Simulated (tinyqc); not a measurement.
Arrhenius plot from several rate windows.

Emission rate en = sn vth(T) Nc(T) exp(-Et/kB T) = sn g T^2 exp(-Et/kB T), g = vth Nc/(300 K)^2, as vth goes as T^0.5 and Nc as T^1.5 (degeneracy factor 1). Here the cross-section is thermally activated, sn exp(-Eb/kB T) with Eb = 0.13 eV. Each window ew gives the temperature where en = ew.

Parameters, values chosen for the exercise; material values close to those of indium phosphide: conduction-band density of states at 300 K Nc = 5.78e17 cm^-3; thermal velocity at 300 K vth = 4.2e7 cm/s; depth of the trap below the conduction edge Et = 0.35 eV; capture cross-section sn = 2.8e-15 cm^2.

Constants: q = 1.602176634e-19 C, kB = 1.380649e-23 J/K. Results are converted to the units shown.

Result of one run:
```
ew (1/s),T peak (K),q/kB T (1/eV),ln(ew/T^2),ln ew
47,267.03,43.457,-7.3246,3.8501
```

What becomes of these results when the rate window ew is changed from 47 to 5.1 1/s, all else the same?

Result of the changed run:
```
ew (1/s),T peak (K),q/kB T (1/eV),ln(ew/T^2),ln ew
5.1,243.30,47.696,-9.3594,1.6292
```

The whole series:
```
ew (1/s),T peak (K),q/kB T (1/eV),ln(ew/T^2),ln ew
1.7,233.00,49.805,-10.371,0.53063
5.1,243.30,47.696,-9.3594,1.6292
15,254.30,45.633,-8.3690,2.7081
47,267.03,43.457,-7.3246,3.8501
140,280.39,41.387,-6.3307,4.9416
430,295.52,39.268,-5.3137,6.0638
1300,312.04,37.189,-4.3161,7.1701
3900,330.26,35.137,-3.3310,8.2687
```

The peak rises from 233 to 330 K. ln(ew/T^2) against q/kB T is a straight line of slope -0.4800 eV, which is Et + Eb and not Et = 0.35 eV: a capture barrier adds to the activation energy. Its intercept gives sn = 2.80e-15 cm^2. Leaving out the T^2 gives 0.5276 eV, too high by about 2 kB T.

tinyqc, about 0.01 s, one thread, Intel Xeon 2.30GHz (shared host): `OMP_NUM_THREADS=1 python tinyqc.py 2050138 2050139 out.jsonl`
